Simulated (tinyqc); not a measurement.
Length of a polyene: Hueckel, PPP and singles CI along the polyenes. Computed by the program tinyqc. Command: `OMP_NUM_THREADS=1 python tinyqc.py 114309 114310 out.jsonl`; one thread of a shared host (Intel(R) Xeon(R) Processor @ 2.60GHz), about 0.09 s.

All-trans chains of carbon centres 1.40 angstrom apart:
```
parameter                               value
beta (eV), times 1 +/- alternation  -2.660000
alternation                          0.100000
W (eV)                              11.160000
gamma_rr (eV)                        9.990000
repulsion formula                        Ohno
```

Hueckel uses the same beta without repulsion; CIS keeps all single excitations and so misses the low, doubly excited 2Ag state. W is the valence ionisation energy of a centre, MN the Mataga-Nishimoto formula, f the oscillator strength.

Gaps and excitations (eV):
```
centres  Hueckel gap  PPP orbital gap  bright singlet (CIS)      f  lowest triplet (CIS)
2              5.852           13.018                 7.264  0.623                 4.440
4              3.929           10.376                 5.697  1.141                 3.260
6              3.050            9.060                 4.816  1.589                 2.700
8              2.553            8.288                 4.264  1.992                 2.401
10             2.237            7.791                 3.892  2.363                 2.225
12             2.020            7.451                 3.630  2.713                 2.115
```

The Hueckel gap tends to 4 x alternation x |beta| = 1.06 eV for long chains. Exchange opens the PPP orbital gap, and the attraction of electron and hole brings the bright state 3.82 eV below it at 12 centres; the triplet lies 1.51 eV lower still.
